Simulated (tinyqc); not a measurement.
Random telegraph noise from one oxide trap in a small MOSFET: two steps of the calculation.

An acceptor-like trap exchanges electrons with the channel. Inversion charge Q = Cox u, u = n Vt W0(exp((Vg - VT)/(n Vt))), W0 the Lambert function, n = nf, Cox = eps0 eox/tox; linear regime Id = (W/L) mu Q Vd. Relative to threshold the surface potential rises by Vt ln(u/u0) and the oxide voltage by the rest of Vg - VT, with u0 = n Vt W0(1).

Parameters, values chosen for the exercise; values of the order met in silicon transistors:
```
symbol    value        unit                                                                 meaning
T           300           K                                                             temperature
eox         3.9              relative permittivity of the gate insulator (close to silicon dioxide)
tox         1.8          nm                                                     insulator thickness
xt         0.49          nm                            depth of the trap from the channel interface
nf         1.23                                                                         body factor
W            29          nm                                                              gate width
L            41          nm                                                             gate length
mu          140  cm^2/(V s)                                                                mobility
asc     1.2e-15         V s                              scattering coefficient of the charged trap
Vd         0.02           V                                                           drain voltage
```

Constants: q = 1.602176634e-19 C, kB = 1.380649e-23 J/K, Vt = kB T/q, eps0 = 8.8541878128e-14 F/cm where lengths are in cm. Results are converted to the units shown.

Question 1. Step height. A = W L; threshold step dV = q (1 - xt/tox)/(Cox A); gm/Id = 1/(u + n Vt); relative step dI/I = (gm/Id) dV + asc mu/A. Id as defined.

u = 0.14234057 V
N = 1.7043514e12 cm^-2

Find: electrons in the channel N A; dV; gm/Id; number part of dI/I; dI/I; Id; dI.

Answer 1.

electrons in the channel N A = 20.265
dV = 5.1119 mV
gm/Id = 5.7426 1/V
number part of dI/I = 2.9356 %
dI/I = 4.3485 %
Id = 0.54081 uA
dI = 23.517 nA

Question 2. Lorentzian spectrum. Spectrum S(f) = 4 dI^2/{(tc + te)[(1/tc + 1/te)^2 + (2 pi f)^2]}; corner fc = (1/tc + 1/te)/(2 pi); variance dI^2 tc te/(tc + te)^2. Give S at f = 0, at fc and at 10 fc.

tc = 3.9293844e-6 s
te = 8.7148568e-6 s
dI = 23.517049 nA

Give: fc; S(0); S(fc); S(10 fc); rms current.

Answer 2.

fc = 5.877e4 Hz
S(0) = 1.283e-21 A^2/Hz
S(fc) = 6.416e-22 A^2/Hz
S(10 fc) = 1.271e-23 A^2/Hz
rms current = 10.88 nA

The rms value is 0.463 of the step; it reaches its largest share, 1/2, when tc = te.

Range of the model: VT is taken as given; short-channel effects and the uneven flow of current among few electrons are left out.

Numbers from tinyqc (`OMP_NUM_THREADS=1 python tinyqc.py 2710156 2710157 out.jsonl`; about 0.01 s on one thread of a shared Intel Xeon 2.30GHz).
